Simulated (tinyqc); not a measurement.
Which input was changed? Model: ion implantation: universal nuclear stopping, Lindhard-Scharff electronic stopping and a Gaussian range profile. Computed by tinyqc, a small Python program. Command: `OMP_NUM_THREADS=1 python tinyqc.py 3020717 3020718 out.jsonl implant which`. One thread of a shared host (Intel(R) Xeon(R) Processor @ 2.30GHz), about 1 s of CPU time with the checks.

An ion slows by elastic collisions with screened nuclei and by friction with electrons; channelling is ignored and the target is uniform.

Inputs (values chosen for the exercise, modelled on germanium ions in silicon): ion atomic number Z1 = 32; ion mass M1 = 74 u; target atomic number Z2 = 14; target mass M2 = 28.09 u; target density N = 49.94 1/nm^3; ion energy E = 8.5 keV; scale factor of electronic stopping k = 1.2; dose Q = 4e+13 1/cm^2; background C_B = 2.2e+15 1/cm^3; displacement energy E_d = 15 eV.

Method:
- Reduced energy eps = 32.53 M2 E/(Z1 Z2 (M1 + M2)(Z1^0.23 + Z2^0.23)), E in keV; s_n = ln(1 + 1.1383 eps)/(2 (eps + 0.01321 eps^0.21226 + 0.19593 eps^0.5)) for eps up to 30 and ln(eps)/(2 eps) above; S_n = 8.462 Z1 Z2 M1 s_n/((M1 + M2)(Z1^0.23 + Z2^0.23)) in 1e-15 eV cm^2.
- S_e = k 3.83 Z1^(7/6) Z2/(Z1^(2/3) + Z2^(2/3))^(3/2) sqrt(E/M1) in 1e-15 eV cm^2, E in keV.
- Path length R = int_0^E dE'/(N (S_n + S_e)); energy lost to nuclei nu = int_0^E S_n/(S_n + S_e) dE' (both with E' = E y^3 and 64 Gauss-Legendre points in y).
- Estimates of Lindhard type: R_p = R/(1 + M2/(3 M1)), straggle dR_p = (2/3) R_p sqrt(M1 M2)/(M1 + M2).
- C(x) = C_p exp(-(x - R_p)^2/(2 dR_p^2)) with C_p = Q/(sqrt(2 pi) dR_p), 1 nm = 1e-7 cm; the profile falls to the background at x_j = R_p + dR_p sqrt(2 ln(C_p/C_B)); the peak atomic fraction is C_p/N.
- Kinchin-Pease count with efficiency 0.8: N_d = 0.8 nu/(2 E_d), taking all of nu as damage energy (an upper estimate, as recoils also lose energy to electrons). Spread over a depth R_p + dR_p, displacements per atom = Q N_d/(N (R_p + dR_p)).

Task: One of these inputs alone was changed, within the range given: dose Q (2e+13 to 8e+13); background C_B (1.1e+15 to 4.4e+15); ion atomic number Z1 (16 to 64); target mass M2 (14.04 to 56.18). Which one, and to what value?

Results:
```
run     peak concentration C_p (1/cm^3)  displacements per atom  depth x_j where C falls to C_B (nm)
before                     4.077822e+19               0.0971820                             30.49301
after                      4.699690e+19               0.1120022                             30.61785
```

Result:

Each candidate set to reproduce peak concentration C_p, and what it then gives:
```
candidate                    range searched  value needed  displacements per atom  depth x_j where C falls to C_B (nm)
dose Q (1/cm^2)              2e+13 to 8e+13      4.610e13                 0.11200                               30.618
background C_B (1/cm^3)  1.1e+15 to 4.4e+15     no effect                       -                                    -
ion atomic number Z1               16 to 64         45.58                 0.11186                               26.566
target mass M2 (u)           14.04 to 56.18  out of reach                       -                                    -
```

Only dose Q fits every result: it went from 4e+13 to 4.61e13 1/cm^2. The next best candidate, ion atomic number Z1, misses one result by 13 %.
